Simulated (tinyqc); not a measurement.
Gas flow in a process chamber: flow regimes, conductance, effective pumping speed, pump-down, outgassing and purge: one step, computed by the program tinyqc.

Ideal gas, isothermal flow, a pump of constant speed at the end of a round pipe; process gas, volume gas and outgassing are given the same properties. 1 sccm = 101325 Pa x 1e-6 m^3/60 s x T/273.15 K.

Question. Molecular flow. Mean speed c = sqrt(8 k_B T/(pi m)); aperture conductance C_a = c pi d^2/16; molecular pipe C_m = C_a/(1 + 3 l/(4 d)) (Dushman form); viscous pipe C_v = pi d^4 p_mean/(128 eta l); Knudsen interpolation C = C_v + C_m (1 + x)/(1 + 1.24 x), x = d p_mean sqrt(m/(k_B T))/eta. Effective speed 1/S_eff = 1/S + 1/C_m; time constant V/S_eff; pressure at which the free path k_B T/(sqrt2 pi d_m^2 p) equals d.

Inputs (values chosen for the exercise, modelled on hydrogen near room temperature):
```
quantity            value   unit
molar mass M        2.016  g/mol
molecular diameter   0.27     nm
temperature T         300      K
chamber volume V      170      L
pipe diameter d       2.5     cm
pipe length l          17     cm
pump speed S           45    L/s
```

Constants: k_B = 1.380649e-23 J/K; u = 1.6605390666e-27 kg.

Give: mean speed c; C_a; C_m; S_eff in molecular flow; time constant; pressure where the free path equals d.

Answer.

mean speed c = 1775 m/s

C_a = 217.8 L/s

C_m = 35.71 L/s

S_eff in molecular flow = 19.91 L/s

time constant = 8.538 s

pressure where the free path equals d = 0.5115 Pa

The pipe passes on 44 % of the pump speed.
